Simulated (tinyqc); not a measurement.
# Hot electrons in a saturated n-channel MOSFET, lucky-electron model: effect of the resistance of the lightly doped drain

Beyond pinch-off the lateral field grows as Esat cosh(y/l) over the velocity-saturated region (pseudo-two-dimensional model). Impact ionisation in this region gives the substrate current, which biases the body forward through Rsub. Currents are per width. Local-field laws: they overstate ionisation when the field peak is narrower than an energy relaxation length.

Cox = 3.9 eps0/tox, l = sqrt(3 tox xj), Esat = 2 vs/mu. Overdrive g = Vg - VT + kb Vb; Vdsat = g Esat L/(g + Esat L); Id = Cox vs (g - Vdsat); dV = Vd - Id Rd - Vdsat; Em = sqrt((dV/l)^2 + Esat^2); Isub = Id (Ai/Bi) l Em exp(-Bi/Em). Vb = Rsub Isub is solved self-consistently. Lifetime tau = (Hl/Id)(Isub/Id)^(-m); 1 year = 3.15576e7 s.

Inputs (values chosen for the exercise); values close to those of silicon n-channel devices:
```
symbol  value        unit                                   meaning
L        0.25          um                            channel length
tox       5.5          nm                           oxide thickness
xj        100          nm                            junction depth
VT       0.72           V                                 threshold
mu        380  cm^2/(V s)                        effective mobility
vs      8.7e6        cm/s                       saturation velocity
Ai        2e6        1/cm                      ionisation prefactor
Bi       1.73       MV/cm                          ionisation field
Rsub     4000      ohm um                      substrate resistance
kb       0.27              fall of VT per volt of forward body bias
m           3                                     lifetime exponent
Hl       1200     s uA/um                         lifetime constant
Vd        2.1           V                             drain voltage
Vg        1.3           V                              gate voltage
```

Constants: eps0 = 8.8541878128e-14 F/cm where lengths are in cm. Results are converted to the units shown.

Effect of the resistance of the lightly doped drain:
```
Rd (ohm um),Id (uA/um),Em (MV/cm),Isub (uA/um),Isub/Id,tau (years)
0,107.7,0.4243,3.638,0.03377,0.009168
150,107.7,0.4203,3.467,0.03220,0.01058
300,107.6,0.4164,3.303,0.03068,0.01223
500,107.6,0.4112,3.091,0.02874,0.01490
800,107.5,0.4033,2.791,0.02598,0.02019
1200,107.3,0.3929,2.424,0.02258,0.03077
1600,107.2,0.3825,2.091,0.01950,0.04784
```

As Rd goes from 0 to 1600 ohm um, Em falls from 0.424 to 0.382 MV/cm, Isub falls from 3.64 to 2.09 uA/um and tau rises from 0.00917 to 0.0478 years. From the first row to the last, log10(tau) changes by 0.72: 0.72 from (Isub/Id)^(-m), which holds Em and l, and under 0.005 from 1/Id. The price is 0.172 V dropped over Rd in the last row.

Program tinyqc, `OMP_NUM_THREADS=1 python tinyqc.py 2550123 2550124 out.jsonl`; Intel Xeon 2.30GHz, shared host, one thread, about 0.01 s.
